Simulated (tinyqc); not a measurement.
Punch-through p+-n junction, ionisation integral and breakdown: one step of the calculation.

A p+ layer at x < 0 and an n drift layer from x = 0 to L on an n+ substrate. Depletion approximation, built-in voltage neglected. Local ionisation coefficients alpha_n = an exp(-(bn/E)^mx), alpha_p = ap exp(-(bp/E)^mx). Electrons move towards +x, holes towards x = 0.

Problem. Ionisation integrals by the trapezoid rule. G(x) = integral from 0 to x of (alpha_n - alpha_p); I_n = integral of alpha_n exp(-G) (electrons injected at x = 0), I_p = integral of alpha_p exp(G(end) - G) (holes injected at the far edge); M = 1/(1 - I). All integrals by the trapezoid rule on the grid.

```
point     x (um)  alpha_n (1/cm)  alpha_p (1/cm)
0      0.0000000       6059.0415     1.0272076e5
1      0.1083333       3178.5915       61460.144
2      0.2166667       1528.8062       34316.468
3      0.3250000       661.59597       17615.099
4      0.4333333       251.33441       8151.1476
5      0.5416667       81.098888       3312.1230
6      0.6500000       21.246795       1140.1249
7      0.7583333       4.2418080       316.10594
8      0.8666667      0.58859473       65.602882
9      0.9750000     0.049405047       9.1242915
10     1.0833333    0.0020133352      0.71388213
11     1.1916667    2.7513153e-5     0.023401890
12     1.3000000    6.4210468e-8    1.8782858e-4
```

Wanted: G; alpha_n exp(-G); I_n; I_p; M_n; M_p.

Solution.

```
point       G  alpha_n exp(-G) (1e3 1/cm)
0       0.000                       6.059
1      -0.839                       7.357
2      -1.333                       5.795
3      -1.602                       3.283
4      -1.737                       1.427
5      -1.797                       0.489
6      -1.820                       0.131
7      -1.828                       0.026
8      -1.830                       0.004
9      -1.831                       0.000
10     -1.831                       0.000
11     -1.831                       0.000
12     -1.831                       0.000
```

I_n = 0.2334
I_p = 0.8455
M_n = 1.304
M_p = 6.471

Numbers from tinyqc (`OMP_NUM_THREADS=1 python tinyqc.py 2120022 2120023 out.jsonl`; about 0.08 s on one thread of a shared Intel Xeon 2.30GHz).
